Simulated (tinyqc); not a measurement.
Inversion-layer mobility, back-scattering and ballistic limit of a field-effect transistor: one step, computed by the program tinyqc. Command: `OMP_NUM_THREADS=1 python tinyqc.py 3031359 3031360 out.jsonl mos walk`. One thread of a shared host (Intel(R) Xeon(R) Processor @ 2.30GHz), about 0.01 s of CPU time with the checks.

The charge at the top of the source barrier is fixed by the gate; series resistance and short-channel effects are left out. F_j are Fermi integrals normalised to exp(eta) in the classical limit.

Question. Ballistic limit. F_j(eta) = (1/Gamma(j + 1)) int_0^infinity x^j/(1 + exp(x - eta)) dx, F_0 = ln(1 + exp(eta)). Integrals over x = E/(k_B T) use 160 Gauss-Legendre points in u = sqrt(x) from 0 to sqrt(max(eta, 0) + 32). Ballistic channel: N_2D = g_v m k_B T/(pi hbar^2), U = e V_D/(k_B T); eta_F solves N_inv = (N_2D/2)[F_0(eta_F) + F_0(eta_F - U)]; v_T = sqrt(2 k_B T/(pi m)); I/W = e (N_2D/2) v_T [F_1/2(eta_F) - F_1/2(eta_F - U)]; injection velocity v_T F_1/2(eta_F)/F_0(eta_F).

Inputs (values chosen for the exercise, modelled on a germanium p-channel):

| quantity | value | unit |
|---|---|---|
| transport mass m | 0.19 | m_0 |
| valley degeneracy g_v | 1 | - |
| drain voltage V_D | 0.05 | V |
| temperature T | 300 | K |

Statistics at the top of the barrier: Fermi-Dirac.

inversion density N_inv = 8.394234e+12 1/cm^2

Constants: m_0 = 9.1093837015e-31 kg; k_B = 1.380649e-23 J/K; hbar = 1.054571817e-34 J s; k_B = 8.617333262e-05 eV/K; e = 1.602176634e-19 C.

Give: N_2D; eta_F; thermal velocity v_T; injection velocity; ballistic current I/W.

Answer.

N_2D = 2.0518e+12 1/cm^2

eta_F = 5.0328

thermal velocity v_T = 1.2343 1e7 cm/s

injection velocity = 2.1862 1e7 cm/s

ballistic current I/W = 862.91 microampere/micrometre

Degeneracy raises the injection velocity by a factor 1.77.
